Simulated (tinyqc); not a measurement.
Three descriptions against temperature: one anharmonic mode: perturbation theory, self-consistent phonons and exact levels. Computed by tinyqc, a small Python program. Command: `OMP_NUM_THREADS=1 python tinyqc.py 3005608 3005609 out.jsonl scp walk`. One thread of a shared host (Intel(R) Xeon(R) Processor @ 2.30GHz), about 0.03 s of CPU time with the checks.

V(x) = k x^2/2 + b x^4 for one coordinate x of mass M. A constant K > 0 gives hbar Omega = sqrt((hbar^2/u) K/M) with K in eV/angstrom^2 and M in u.

Inputs (values chosen for the exercise, for a model mode): mode mass M = 41.2 u; harmonic constant k = 0.354 eV/angstrom^2; quartic constant b = 1.26 eV/angstrom^4.

Shape: single well.

Constants: hbar^2/u = 4.18015928e-03 eV angstrom^2; k_B = 8.617333262e-05 eV/K.

Method:
- Self-consistent phonon, centred at x = 0: K = k + 12 b <x^2>, <x^2> = (hbar Omega/(2K)) coth(hbar Omega/(2 k_B T)).
- Its free energy is F = k_B T ln[2 sinh(hbar Omega/(2 k_B T))] + (k - K)<x^2>/2 + 3 b <x^2>^2, an upper bound to the exact one.
- Basis: oscillator states n of the constant |k|, with x = s (a + a+), s^2 = hbar Omega/(2|k|); H = hbar Omega (n + 1/2) + (k - |k|) x^2/2 + b x^4, with exact matrix elements of x^2 and x^4.
- Exact values use 120 basis states: F = -k_B T ln sum exp(-E_n/(k_B T)), and <x^2> is the Boltzmann mean.
- The classical <x^2> is int x^2 exp(-V/(k_B T)) dx / int exp(-V/(k_B T)) dx (2001 points over six exact widths each way).

Results; columns: (1) T (K); (2) hbar Omega, self-consistent (meV); (3) <x^2>, self-consistent; (4) <x^2>, exact; (5) F, self-consistent (meV); (6) F, exact (meV); (7) <x^2>, classical:
```
(1)     (2)        (3)        (4)      (5)      (6)         (7)
3.5  6.8731  0.0073809  0.0074132   3.2306   3.2270  8.2362e-04
8.3  6.8732  0.0073818  0.0074141   3.2306   3.2270   0.0018763
17   6.8866  0.0075016  0.0075399   3.2172   3.2133   0.0036170
31   6.9867  0.0084069  0.0084898   3.0233   3.0160   0.0061037
56   7.2628   0.010971   0.011214   1.9649   1.9423   0.0099308
97   7.7048   0.015284   0.015876  -1.2702  -1.3364    0.015196
170  8.3410   0.021938   0.023209  -9.8728  -10.052    0.022862
280  9.0643   0.030145   0.032400  -26.916  -27.313    0.032213
```

What follows from these numbers?

The self-consistent quantum hardens from 6.87 to 9.06 meV, since a wider spread samples the steep quartic walls. Its <x^2> misses by -0.4 % at the lowest T and -7.0 % at the highest; the excess in F runs from 0.004 to 0.396 meV. The classical value is 0.11 of the exact one at the lowest T and 0.994 at the highest.

Extremes, crossings and ranges named in words are read from the listed rows.
